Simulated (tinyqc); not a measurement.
# Changing the energy inside the band E

Model: Koster-Slater impurity in a tight-binding band, by Green functions and by supercells. Computed by tinyqc, a small Python program. Command: `OMP_NUM_THREADS=1 python tinyqc.py 3004104 3004105 out.jsonl kosterslater sweep`. One thread of a shared host (Intel(R) Xeon(R) Processor @ 2.30GHz), about 0.08 s of CPU time with the checks.

One orbital per site, e(k) = -2 t sum cos(k_i) over 3 direction(s), band from -6 t to 6 t, lattice constant 1. One site has the extra energy U. Spin is left out.

Inputs (values chosen for the exercise, for a model band):
```
quantity                  value      unit
hopping t                   1.1        eV
impurity potential U      -7.55        eV
broadening eta             0.11        eV
impurity concentration c  0.006  per site
```

Lattice: simple cubic.

Constants: hbar = 6.582119569e-16 eV s.

Method. Inside the band G0(z), z = E + i eta, comes from the chain form 1/(sqrt(y - 2t) sqrt(y + 2t)) (principal roots) at y = z + 2 t cos k + 2 t cos k', averaged over k and k' in (0, pi) with 200 Gauss-Legendre points each. T = U/(1 - U G0); phase shift delta = -arg(1 - U G0) in (-pi, pi]; host density of states -Im G0/pi; on the impurity -Im[G0/(1 - U G0)]/pi; lifetime of a band state hbar/(-2 c Im T).

One run for each value; columns: (1) energy inside the band E (eV); (2) host density of states (1/eV); (3) density of states on the impurity (1/eV); (4) phase shift delta (rad); (5) scattering lifetime (fs):
```
(1)        (2)      (3)    (4)    (5)
-6.270  0.0136  0.02265  2.712   13.5
-4.880  0.0365  0.02509  2.341   12.2
-3.480  0.0630  0.01986  2.146   15.4
-2.090  0.1220  0.01386  1.794   22.1
-0.697  0.1270  0.01348  1.377   22.7
0.697   0.1270  0.01148  1.133   26.7
2.090   0.1220  0.00791  0.828   38.7
3.480   0.0630  0.00570  0.466   53.7
4.880   0.0365  0.00414  0.296   74.0
6.270   0.0136  0.00184  0.119  166.9
```

Over the rows, host density of states (1/eV) goes from 0.0136 through a maximum among these rows, 0.127 at -0.697, to 0.0136; density of states on the impurity (1/eV) goes from 0.0226 through a maximum among these rows, 0.0251 at -4.88, to 0.00184; phase shift delta (rad) falls from 2.71 to 0.119.

Extremes, crossings and ranges named in words are read from the listed rows.
